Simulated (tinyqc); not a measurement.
Worked calculation: Raman shift of the zone-centre optical phonon of a diamond-structure crystal under stress. Computed by tinyqc, a small Python program that keeps every step. Command: `OMP_NUM_THREADS=1 python tinyqc.py 3004518 3004519 out.jsonl ramanstress walk`. One thread of a shared host (Intel(R) Xeon(R) Processor @ 2.30GHz), about 0.01 s of CPU time with the checks. Intermediate numbers are printed to about 5 digits and carried at full precision; extremes and crossings named in words are read from the listed rows.

Axes x, y, z are the cube axes. Strain shifts the threefold optical mode and can split it; p, q and r are the phonon deformation potentials.

Inputs (values chosen for the exercise, modelled on silicon): unstrained frequency omega_0 = 520.7 1/cm; p/omega_0^2 = -1.77; q/omega_0^2 = -2.24; r/omega_0^2 = -0.678; C11 = 165 GPa; C12 = 64.37 GPa; C44 = 79.39 GPa; stress sigma (tension positive) = -2.1 GPa; polarisation angle phi = 30 degree; temperature coefficient d omega/dT = -0.02 1/(cm K); local temperature T = 310 K; laser wavelength = 514.5 nm.

Stress state: uniaxial. Axis: [111].

Constants: h = 6.62607015e-34 J s; c = 299792458 m/s; k_B = 1.380649e-23 J/K.

## Compliances

S11 = (C11 + C12)/D, S12 = -C12/D, D = (C11 - C12)(C11 + 2 C12), S44 = 1/C44.

S11 = 7.7597 1/TPa

S12 = -2.1777 1/TPa

S44 = 12.596 1/TPa

## Stress and strain tensors

Uniaxial stress along the unit vector n of the axis: sigma_ij = sigma n_i n_j. eps_xx = S11 sigma_xx + S12 (sigma_yy + sigma_zz), and cyclic; eps_xy = S44 sigma_xy/2 (tensor strain).

stress (GPa), rows x, y, z:
```
[[-0.7, -0.7, -0.7],
 [-0.7, -0.7, -0.7],
 [-0.7, -0.7, -0.7]]
```

strain (per mille), rows x, y, z:
```
[[-2.3831, -4.4086, -4.4086],
 [-4.4086, -2.3831, -4.4086],
 [-4.4086, -4.4086, -2.3831]]
```

volume strain = -7.1492 per mille

## Secular matrix and shifts

Secular matrix: M_xx = p eps_xx + q (eps_yy + eps_zz), M_xy = 2 r eps_xy; its eigenvalues are omega^2 - omega_0^2, and the shifts are these over 2 omega_0.

M/(2 omega_0) (1/cm), rows x, y, z:
```
[[3.8777, 1.5564, 1.5564],
 [1.5564, 3.8777, 1.5564],
 [1.5564, 1.5564, 3.8777]]
```

shifts, in rising order (1/cm): [2.3213, 2.3213, 6.9905]

The triplet splits into a singlet and a doublet. Compression hardens every mode.

## Mean shift and Grueneisen parameter

gamma = -(p + 2q)/(6 omega_0^2); the mean of the three shifts is -gamma omega_0 x (volume strain).

mode Grueneisen parameter gamma = 1.0417

mean shift = 3.8777 1/cm

## The line seen from a (001) surface

Backscattering from a (001) surface: incident polarisation (cos phi, sin phi, 0). With Raman tensors (R_z)_xy = (R_z)_yx = 1 and cyclic, only the z component u_z of a mode counts: I = u_z^2 sin^2(2 phi) for parallel and u_z^2 cos^2(2 phi) for crossed polarisers. An unresolved line sits at the intensity-weighted shift, which is M_zz/(2 omega_0).

total intensity, parallel = 0.75

total intensity, crossed = 0.25

shift of the observed line = 3.8777 1/cm

shift per stress = -1.8465 1/(cm GPa)

stress per shift = -541.56 MPa cm

Shear mixes z with x and y, so the line is a blend of modes with different shifts. Caution: the modes that take part are split by more than a line width, so two lines are seen and not one at the mean. Caution: this stress has components normal to the (001) face, so it cannot reach a free (001) surface; it can act on buried material.

## The same stress in different states

Uniaxial: sigma n n^T; biaxial: sigma (1 - n n^T); hydrostatic: sigma 1. The line seen from (001) is taken as unresolved, at the intensity-weighted shift M_zz/(2 omega_0).

Shifts (1/cm):
```
state                  lowest  middle  highest  line seen from (001)
uniaxial [100]          2.175   4.729    4.729                 4.729
uniaxial [110]          1.117   4.729    5.787                 4.729
uniaxial [001]          2.175   4.729    4.729                 2.175
uniaxial [111]          2.321   2.321    6.990                 3.878
biaxial, normal [001]   6.904   6.904    9.458                 9.458
biaxial, normal [111]   4.643   9.312    9.312                 7.755
hydrostatic            11.633  11.633   11.633                11.633
```

Seen from (001), uniaxial stress along [100] and along [110] give the same shift (4.729), and equal biaxial stress in the plane gives twice as much (9.458), since only sigma_xx + sigma_yy and sigma_zz enter M_zz. Stress along [001] gives 2.175. One measured shift therefore fixes the stress only once its state is assumed: read as uniaxial in the plane, a shift implies twice the stress that it does read as biaxial. In the two [111] rows the modes seen are split by 4.7 per cm, more than a line width, so two lines appear there in place of one.

## Heating mistaken for stress

A temperature above 300 K shifts the line by (d omega/dT)(T - 300 K); divided by the shift per stress it poses as a stress; the total shift adds it to the shift of the observed line. The anti-Stokes to Stokes ratio is [(omega_L + omega_0)/(omega_L - omega_0)]^3 exp(-h c omega_0/(k_B T)) in photon counts, omega_L = 1/wavelength, resonance effects left out.

thermal shift = -0.2 1/cm

apparent stress from heating = 0.10831 GPa

total shift = 3.6777 1/cm

anti-Stokes/Stokes ratio = 0.10478

Heating poses as tension, 5 % of the true stress in size; the intensity ratio gives T apart from the shift.

Checks made by the program: mean of the eigenvalues against the trace rule (relative difference below 1e-10); weighted mean of the modes against M_zz (relative difference below 1e-10).
